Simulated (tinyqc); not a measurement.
Crystal pulling from the melt: segregation, interface stability, heat balance and point-defect regime: one step, computed by the program tinyqc. Command: `OMP_NUM_THREADS=1 python tinyqc.py 3017626 3017627 out.jsonl pull walk`. One thread of a shared host (Intel(R) Xeon(R) Processor @ 2.30GHz), about 0.01 s of CPU time with the checks.

A dilute solute; steady pulling with a flat interface unless it is found unstable.

Task: Concentration at the frozen fraction g. Axial profile: C_s = k_eff C0 (1 - g)^(k_eff - 1); bulk melt C_L = C_s/k_eff. Usable fraction: the g at which C_s has changed by 30 % from its first value (0.99 at most).

Inputs (values chosen for the exercise, modelled on boron in silicon): initial melt concentration C0 = 2.2e+19 1/cm^3; frozen fraction g = 0.53.

Loss from the melt surface: none.

k_eff = 0.8448974

Give: C_s; C_L; usable fraction.

Result:

C_s = 2.090e+19 1/cm^3

C_L = 2.473e+19 1/cm^3

usable fraction = 0.8158

C_s rises along the crystal.
